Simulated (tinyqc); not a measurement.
K factor and largest bandwidth from two damping rates.

Question. The damping of a laser follows gamma = K fR^2 + gamma0. With gamma0 neglected, the largest 3 dB bandwidth is 2 sqrt(2) pi/K, reached where gamma = sqrt(2) 2 pi fR. Find K, gamma0 and that bandwidth.

gamma at fR = 2.4 and 9.7 GHz (1/ns): [4.7072000, 46.222300]

Answer. gamma is linear in fR^2: slope K, intercept gamma0.

K = 0.470 ns
gamma0 = 2.00 1/ns
largest f3dB = 18.9 GHz

Computed by the program tinyqc: `OMP_NUM_THREADS=1 python tinyqc.py 2840133 2840134 out.jsonl`, one thread of a shared Intel Xeon 2.30GHz, about 0.01 s for the whole run.
